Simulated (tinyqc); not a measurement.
# BCS gap equation with a constant attraction inside the Debye window, step by step

A worked calculation. Computed by tinyqc, a small Python program that keeps every step. Command: `OMP_NUM_THREADS=1 python tinyqc.py 3016068 3016069 out.jsonl bcs walk`. One thread of a shared host (Intel(R) Xeon(R) Processor @ 2.30GHz), about 0.01 s of CPU time with the checks. Intermediate numbers are printed to about 6 digits and carried at full precision; extremes and crossings named in words are read from the listed rows.

Pairs attract with strength V for |xi| < k_B Theta; N(0) is the density of states for one spin. Energies are given as temperatures (E/k_B, in K) unless marked.

Inputs (values chosen for the exercise, modelled on tin):
```
quantity                 value      unit
coupling N(0)V           0.246         -
Debye temperature Theta    195         K
temperature T             3.48         K
Fermi velocity v_F       2e+06       m/s
electron density n        14.8  1e28/m^3
mean free path l           4.6        nm
junction resistance R_n   0.25  kilo-ohm
```

Solver: secant.

Constants: k_B = 8.617333262e-05 eV/K; hbar = 1.054571817e-34 J s; k_B = 1.380649e-23 J/K; m_0 = 9.1093837015e-31 kg; eps_0 = 8.8541878128e-12 F/m; c = 299792458 m/s; e = 1.602176634e-19 C; h = 6.62607015e-34 J s.

## Gap at zero temperature

At T = 0 the gap equation 1/(N(0)V) = int_0^Theta d xi/sqrt(xi^2 + Delta^2) has the integral arcsinh(Theta/Delta), so Delta_0 = Theta/sinh(1/(N(0)V)); weak coupling gives 2 Theta exp(-1/(N(0)V)).

Delta_0 = 6.69527 K

weak-coupling Delta_0 = 6.69329 K

Delta_0 in meV = 0.576953 meV

## Critical temperature

Gap equation: 1/(N(0)V) = I(Delta, T) = int_0^Theta tanh(E/2T)/E d xi, E = sqrt(xi^2 + Delta^2); 64 Gauss-Legendre points in y with xi = max(Delta, T) sinh(y). T_c solves I(0, T_c) = 1/(N(0)V); the weak-coupling form is T_c = (2 e^C/pi) Theta exp(-1/(N(0)V)) with Euler's C = 0.5772157, and 2 Delta_0/T_c then tends to 2 pi e^-C = 3.528.

T_c = 3.79465 K

weak-coupling T_c = 3.79465 K

2 Delta_0/T_c = 3.52879

T_c/Theta = 0.0195; the ratio lies +0.03 % from 3.528, so the universal weak-coupling laws hold.

## One evaluation of the gap equation

Take Delta = Delta_0 as the trial; the fixed-point update is Delta(new) = N(0)V Delta I(Delta, T).

I(Delta_0, T) = 3.83851

updated Delta = 6.32216 K

## Gap at temperature T

Residual r = N(0)V I - 1, with Delta_0 = Theta/sinh(1/(N(0)V)). Secant steps in Delta^2, from Delta_0 and 0.9 Delta_0, with Delta^2 kept at or above 1e-6 K^2. Stop when |r| < 1e-9 or after 40 steps.

Iterations:
```
step  Delta (K)    residual r
1       2.41318   9.11963e-03
2       3.33186  -1.23525e-03
3       3.23600  -3.16203e-05
4       3.23344   1.12056e-07
5       3.23345  -1.01347e-11
```

converged (1 yes, 0 no) = 1

Delta(T) = 3.23345 K

Converged in 5 steps: Delta(T)/Delta_0 = 0.4829 at T/T_c = 0.917.

## Lengths and fields

xi_0 = hbar v_F/(pi Delta_0); lambda_L = sqrt(m_0 eps_0 c^2/(n e^2)); N(0) = 3 n/(2 m_0 v_F^2) for one spin; condensation energy N(0) Delta_0^2/2 = B_c^2/(2 mu_0), mu_0 = 1/(eps_0 c^2); with scattering lambda = lambda_L sqrt(1 + xi_0/l) in the local limit (where xi_0 and l both exceed lambda, nonlocal response makes the true depth larger); Ginzburg-Landau kappa = 0.96 lambda_L/xi_0 + 0.72 lambda_L/l. Free-electron mass throughout; heavier carriers, as in niobium or vanadium, give a larger lambda_L and kappa and can make the metal type II.

coherence length xi_0 = 726.282 nm

London depth lambda_L = 13.8133 nm

critical field B_c(0) = 25.5775 mT

depth with scattering = 174.118 nm

Ginzburg-Landau kappa = 2.18034

kappa exceeds 1/sqrt(2): type II, and the sample is dirty, l well below xi_0.

## A tunnel junction of this metal

Ambegaokar-Baratoff: I_c R_n = (pi Delta/(2e)) tanh(Delta/2T); Josephson energy E_J = hbar I_c/(2e), given as E_J/h; inductance hbar/(2 e I_c); thermal quasiparticle fraction x = n_qp/(2 N(0) Delta) = sqrt(2 pi T/Delta) exp(-Delta/T), valid for T well below Delta.

I_c R_n = 189.869 microvolt

critical current I_c = 759.478 nA

E_J/h = 377.220 GHz

Josephson inductance = 0.433332 nH

quasiparticle fraction x = 1.02688

Caution: T is not small against Delta, so the quasiparticle formula is only a rough guide.

## Gap and superfluid density against temperature

Interpolation tanh(1.74 sqrt(T_c/T - 1)); near T_c, 1.74 sqrt(1 - T/T_c). Clean-limit superfluid fraction 1 - (1/2T) int_0^(40 T) cosh^-2(E/2T) d xi (64 points); two-fluid rule 1 - (T/T_c)^4.

Reduced quantities:
```
T/T_c  Delta/Delta_0  tanh form  square-root form  superfluid fraction  two-fluid rule
0.10        1.000000   0.999942           1.65071             1.000000        0.999900
0.20        0.999877   0.998104           1.55630             0.998856        0.998400
0.30        0.997127   0.990221           1.45579             0.981790        0.991900
0.40        0.985047   0.972207           1.34780             0.928007        0.974400
0.50        0.956912   0.940227           1.23037             0.834189        0.937500
0.60        0.907038   0.889746           1.10047             0.706878        0.870400
0.70        0.828830   0.814110           0.95304             0.553944        0.759900
0.80        0.711111   0.701374           0.77815             0.381994        0.590400
0.90        0.526406   0.522665           0.55024             0.196088        0.343900
0.95        0.380369   0.379250           0.38908             0.099122        0.185494
0.98        0.243618   0.243575           0.24607             0.039886        0.077632
```

The tanh form misses the gap by at most about 0.017 (at T/T_c = 0.6); the square-root form is within 3 % only from T/T_c = 0.95. The gap keeps 99 % of Delta_0 up to T/T_c = 0.3, since quasiparticles are exponentially few. The two-fluid rule exceeds the BCS superfluid fraction most, by 0.21, at T/T_c = 0.8.

Checks made by the program: weak-coupling T_c, allowing for terms of order exp(-Theta/T_c) (relative difference below 1e-10).
